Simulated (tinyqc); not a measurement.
Solid solubility of a dopant against its melt (retrograde solidus), clustering and the electrically active fraction. Changing the atoms per cluster m. Computed by tinyqc, a small Python program. Command: `OMP_NUM_THREADS=1 python tinyqc.py 3028572 3028573 out.jsonl retro sweep`. One thread of a shared host (Intel(R) Xeon(R) Processor @ 2.30GHz), about 0.01 s of CPU time with the checks.

Inputs (values chosen for the exercise): total dopant density N_t = 2.1e+20 1/cm^3; cluster scale N* at 1273 K = 3.5e+20 1/cm^3; activation energy E_b of the cluster scale = 0.4 eV; anneal temperature T_a = 950 K; mobility mu = 85 cm^2/(V s).

Clustering: clusters of m atoms, electrons left out.

Constants: k_B = 8.617333262e-05 eV/K; e = 1.602176634e-19 C.

Method. A highly soluble donor (another dopant than that of the solidus) is limited by clustering. Donors N_a are active, and clusters hold m atoms each: N_t = N_a + m C, m C = N* (N_a/N*)^m, with N*(T) = N*(1273 K) exp[-(E_b/k_B)(1/T - 1/1273)]. Resistivity = 1/(e mu N_a).

One run for each value:
```
atoms per cluster m  active density N_a (1/cm^3)  active fraction
2                                      1.037e+20           0.4940
3                                      1.031e+20           0.4911
4                                      1.028e+20           0.4893
5                                      1.025e+20           0.4882
6                                      1.023e+20           0.4873
```

Over the rows, active density N_a (1/cm^3) falls from 1.037e20 to 1.023e20 (exponent d ln y / d ln x -0.015 between the first rows and -0.0093 between the last); active fraction falls from 0.4940 to 0.4873 (exponent d ln y / d ln x -0.015 between the first rows and -0.0093 between the last).

Caution (all rows): this clustering law is a generic form; degeneracy and a doping-dependent mobility are left out.
